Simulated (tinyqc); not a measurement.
What an interlayer buys: scattering of inversion-layer electrons by surface optical phonons of the gate insulator (remote phonon scattering). Computed by tinyqc, a small Python program. Command: `OMP_NUM_THREADS=1 python tinyqc.py 3111355 3111356 out.jsonl sophonon walk`. One thread of a shared host (Intel(R) Xeon(R) Processor @ 2.30GHz), about 0.02 s of CPU time with the checks.

One subband with the Fang-Howard envelope; insulator and channel are half-spaces, the gate is far away, and an interlayer only moves the polar surface away by t (its own modes and its permittivity contrast are left out).

Inputs (values chosen for the exercise, modelled on Al2O3 on germanium): static constant of the insulator eps_0s = 12.4; intermediate constant eps_i = 7.37; optical constant eps_inf = 3.21; hbar omega_TO1 = 47.7 meV; hbar omega_TO2 = 69.8 meV; constant of the channel eps_s = 16.2; in-plane mass m = 0.118 m_0; valleys g_v = 4; sheet density n = 6.6e+11 1/cm^2; mean distance of the electrons z0 = 3/b = 2.2 nm; interlayer thickness t = 0 nm; temperature T = 300 K; mobility from other processes = 210 cm^2/(V s).

Screening by the channel electrons: static.

Constants: k_B = 8.617333262e-05 eV/K; hbar^2/(2 m_0) = 3.80998212 eV angstrom^2; e^2/(4 pi eps_0) = 14.39964548 eV angstrom; hbar = 6.582119569e-16 eV s; e = 1.602176634e-19 C; m_0 = 9.1093837015e-31 kg.

Method:
- eps(w) = eps_inf + (eps_0s - eps_i) w1^2/(w1^2 - w^2) + (eps_i - eps_inf) w2^2/(w2^2 - w^2). Surface modes solve eps(w) + eps_s = 0, a quadratic in w^2; the strength of a mode is g = 2/(w d eps/dw).
- Occupation N = 1/(exp(hbar w/(k_B T)) - 1).
- Density of states D = g_v m/(pi hbar^2); eta = E_F/(k_B T) = ln(exp(n/(D k_B T)) - 1); screening wave number q_s = e^2 D/(2 eps_0 eps_avg) x 1/(1 + exp(-eta)), eps_avg = (eps_s + eps_inf)/2; b = 3/z0.
- For a mode of strength g, without the occupation factor, Area x |M(q)|^2 = e^2 hbar w g/(2 eps_0 q) x (b/(b + q))^6 exp(-2 q t) / (1 + (q_s/q) H(q))^2, H = (1 + 9 x/8 + 3 x^2/8)/(1 + x)^3, x = q/b.
- Approximate momentum relaxation rate, taking tau v alike in the initial and final states: 1/tau = (m/(2 pi hbar^3)) sum over modes and over absorption (N, E' = E + hbar w) and emission (N + 1, E' = E - hbar w > 0) of [(1 - f(E'))/(1 - f(E))] int_0^(2 pi) Area |M(q)|^2 (1 - cos theta) d theta, q^2 = k^2 + k'^2 - 2 k k' cos theta, f the Fermi function; 48 midpoints in theta from 0 to pi.
- mu = (e/m) int tau E f (1 - f) dE/(k_B T int f dE), by 300 midpoints from 0 to (max(eta, 0) + 14) k_B T; Matthiessen sum with the other processes.

hbar omega_SO (meV): 1 51.7201, 2 78.1420

strengths g: 1 0.0049290, 2 0.0116258

occupations N: 1 0.156405, 2 0.051161

b = 1.36364 1/nm

q_s = 0.223240 1/nm

eta = -1.97877

Against the interlayer thickness:
```
t (nm)  remote-phonon mobility (cm^2/(V s))  total (cm^2/(V s))
0.0                              5.1903e+04              209.15
0.3                              7.5980e+04              209.42
0.6                              1.0997e+05              209.60
1.0                              1.7670e+05              209.75
1.5                              3.0981e+05              209.86
2.0                              5.2484e+05              209.92
3.0                              1.3713e+06              209.97
```

What follows from these numbers?

1 nm of interlayer raises the remote-phonon mobility by a factor 3.40, as exp(2 q t) with an effective q of 0.61 per nm; between 2 and 3 nm the effective q is 0.48. The total goes from 209 to 210 over the first nanometre.

Extremes, crossings and ranges named in words are read from the listed rows.
